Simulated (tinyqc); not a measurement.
## Well width from the intersubband spacing

Question. In an empty well of width L and depth Vb, level k solves kw L/2 = (k - 1) pi/2 + arctan(sqrt((mw/mb)(Vb - E)/E)) with kw = sqrt(mw E/C), C = hbar^2/(2 m0). Find L, E1 and E2 from the spacing.

Parameters, values chosen for the exercise; material values close to those of GaN in AlGaN: mass along z in the well mw = 0.198 m0; mass along z in the barriers mb = 0.253 m0; barrier height Vb = 0.4 eV.

Constants: q = 1.602176634e-19 C, hbar = 1.054571817e-34 J s, m0 = 9.1093837015e-31 kg, hbar^2/(2 m0) = 0.0380998212 eV nm^2. Results are converted to the units shown.

E2 - E1 = 10.252821 meV

Solution. Both levels are solved for trial widths until their difference matches. A second level is bound only for L above 2.18 nm, and over that range one width gives this spacing.

L = 22.00 nm
E1 = 3.419 meV
E2 = 13.67 meV

Program tinyqc, `OMP_NUM_THREADS=1 python tinyqc.py 2140145 2140146 out.jsonl`; Intel Xeon 2.30GHz, shared host, one thread, about 0.2 s.
